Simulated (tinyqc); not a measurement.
Bottom-up copper filling of a trench by curvature-enhanced accelerator coverage: one step, computed by the program tinyqc.

A rectangular trench keeps vertical walls and a flat floor. An accelerator floats on the surface; where area is lost in the corners it is passed on to the floor.

Task: Velocities. Kinetic current i_k = [i_0 (1 - theta) + i_1 theta] exp(alpha eta/(k_B T)), limit i_L = 2 F D C/delta, i = 1/(1/i_k + 1/i_L); velocity v = i Omega/(2F), Omega = 7.11 cm^3/mol, F = e N_A. Depletion inside the trench is ignored.

Inputs (values chosen for the exercise, close to those used for damascene copper plating): exchange current of the suppressed surface i_0 = 0.022 mA/cm^2; exchange current of the accelerated surface i_1 = 0.9 mA/cm^2; transfer coefficient alpha = 0.51; overpotential eta = 0.08 V; starting coverage theta_0 = 0.073; cupric ion concentration C = 0.28 mol/l; diffusivity D = 3.7e-06 cm^2/s; boundary layer delta = 62 um; temperature T = 298 K.

Constants: e = 1.602176634e-19 C; N_A = 6.02214076e+23 1/mol; k_B = 8.617333262e-05 eV/K.

Give: limiting current i_L; velocity at theta = 0; velocity at theta_0; velocity at theta = 1; ratio v(1)/v(theta_0).

Result:

limiting current i_L = 32.245 mA/cm^2

velocity at theta = 0 = 0.039570 nm/s

velocity at theta_0 = 0.15336 nm/s

velocity at theta = 1 = 1.4288 nm/s

ratio v(1)/v(theta_0) = 9.3167
